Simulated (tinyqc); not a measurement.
From results back to parameters: Stoner model of a band ferromagnet. Three cases, with inputs chosen for the exercise.

Problem. The moment of the weak ferromagnet is given and I is hidden.

Density of states per atom and spin: triangular, D(e) = (4 M/W^2) (W/2 - |e|). Levels e -/+ I m/2 for up and down spin, m = n_up - n_down, n_up + n_down = nd. At zero temperature e(N) is the energy below which N states lie, and E(m) = sum over spins of integral e D de - I m^2/4.

Case 1.

Values chosen:
- W = 3.7 eV (band width, e from -W/2 to W/2)
- M = 5 (states per atom and spin)
- nd = 5.15 (electrons per atom)

m = 1.36812 muB

Case 2.

Values chosen:
- W = 4.5 eV (band width, e from -W/2 to W/2)
- M = 5 (states per atom and spin)
- nd = 9.28 (electrons per atom)

m = 0.53824 muB

Case 3.

Values chosen:
- W = 4.3 eV (band width, e from -W/2 to W/2)
- M = 5 (states per atom and spin)
- nd = 3.83 (electrons per atom)

m = 2.05598 muB

Find: e(n_up), e(n_down); I.

Solution. n_up and n_down follow from nd and m; both bands share one Fermi level, so I = (e(n_up) - e(n_down))/m.

Case 1.

e(n_up), e(n_down) (eV): 0.306  -0.241

I = 0.40 eV

Case 2.

e(n_up), e(n_down) (eV): 1.821  1.121

I = 1.30 eV

Case 3.

e(n_up), e(n_down) (eV): 0.200  -0.869

I = 0.52 eV

Computed by tinyqc, one run a case: `OMP_NUM_THREADS=1 python tinyqc.py N N+1 out.jsonl` with N = 1680111, 1680183, 1680241; one thread of a shared Intel(R) Xeon(R) Processor @ 2.30GHz, about 0.6 s a run at most.
